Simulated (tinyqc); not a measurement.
Minority carriers and saturation current of a heavily doped emitter: one step of the calculation.

n-type, parabolic bands, full ionisation. eta = (EF - Ec)/kB T solves N = Nc F12(eta), F12(x) = (2/sqrt(pi)) int_0^infinity sqrt(u)/(1 + exp(u - x)) du. The gap shrinks rigidly by dEg = a3 y^(1/3) + a4 y^(1/4) + a2 y^(1/2), y = N/1e18 cm^-3, an empirical law that is here taken as the true narrowing.

Question. Effective intrinsic density. ni = sqrt(Nc Nv) exp(-Eg/(2 Vt)), Eg in volts; degeneracy factor g = F12(eta) exp(-eta); nie^2 = ni^2 exp(dEg/kB T) g, p0 = nie^2/N; apparent narrowing dEg + kB T ln g.

Inputs (values chosen for the exercise); band and dielectric values close to those of silicon: temperature T = 350 K; band gap Eg = 1.11 eV; conduction-band density of states at 350 K Nc = 3.5e19 cm^-3; valence-band density of states at 350 K Nv = 3.35e19 cm^-3; ionised donor density N = 1.5e20 cm^-3; coefficient of (N/1e18)^(1/3) a3 = 12.1 meV; coefficient of (N/1e18)^(1/4) a4 = 9 meV; coefficient of (N/1e18)^(1/2) a2 = 4.6 meV.

Constants: q = 1.602176634e-19 C, kB = 1.380649e-23 J/K, Vt = kB T/q. Results are converted to the units shown.

converged eta = 2.8899240

Find: ni; dEg; g; apparent narrowing; nie; p0.

Answer.

ni = 3.4907e11 cm^-3
dEg = 152.13 meV
g = 0.23820
apparent narrowing = 108.86 meV
nie = 2.1215e12 cm^-3
p0 = 30004 cm^-3

Narrowing multiplies p0 by 155 and degeneracy by 0.238.

Range of the model: Band tails, non-parabolic bands and incomplete ionisation are left out.

Program tinyqc, `OMP_NUM_THREADS=1 python tinyqc.py 2330168 2330169 out.jsonl`; Intel Xeon 2.30GHz, shared host, one thread, about 0.01 s.
